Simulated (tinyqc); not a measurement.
Stretching all distances: RHF, UHF, MP2, CISD and CCSD against full CI in the sto-3g basis, for H4, spin multiplicity 1. Computed by the program tinyqc with PySCF. All coordinates are multiplied by the scale. c0^2 is the weight of the RHF determinant in the lowest singlet FCI state (UHF is spin-contaminated and may lie near states of higher spin) and n(LUMO) the first natural occupation beyond the occupied space.

Geometry (angstrom):
```
atom       x       y       z
H     0.0000  0.0000  0.0000
H     0.0000  0.0000  0.7150
H     0.0000  0.0000  1.5330
H     0.0000  0.0000  2.2480
```

Full CI energy (hartree) and errors against it (kcal/mol):
```
scale   distance 1-2 (angstrom)     E(FCI)       RHF      UHF      MP2     CISD    CCSD  <S^2> UHF    c0^2  n(LUMO)
0.9500                   0.6793  -2.140538   22.4241  22.4241   6.9179   0.1387  0.0058     0.0000  0.9804   0.0311
1.1400                   0.8151  -2.202937   29.4610  29.4610  10.2256   0.3347  0.0161     0.0000  0.9677   0.0491
1.3400                   0.9581  -2.190321   38.9948  38.9948  14.9576   0.7840  0.0431     0.0000  0.9477   0.0762
1.5400                   1.1011  -2.144404   51.4552  51.2415  21.4040   1.7181  0.0928     0.1015  0.9178   0.1146
1.7300                   1.2369  -2.090757   66.6399  56.1991  29.4892   3.4007  0.1539     0.6345  0.8772   0.1647
1.9300                   1.3800  -2.035380   86.5177  52.0947  40.2126   6.4740  0.1931     1.0583  0.8200   0.2331
2.1200                   1.5158  -1.989582  108.9965  43.3459  52.2330  11.0199  0.1220     1.3653  0.7534   0.3113
```

What does the comparison show, and why?

UHF parts from RHF first at scale 1.54 of those listed, where <S^2> leaves zero. The weight c0^2 goes from 0.98 to 0.75 and n(LUMO) from 0.03 to 0.31: static correlation grows as the bonds break into open-shell fragments. The spread of the error along the curve, which distorts its shape, is CCSD 0.2, CISD 10.9, UHF 33.8, MP2 45.3, RHF 86.6 kcal/mol.
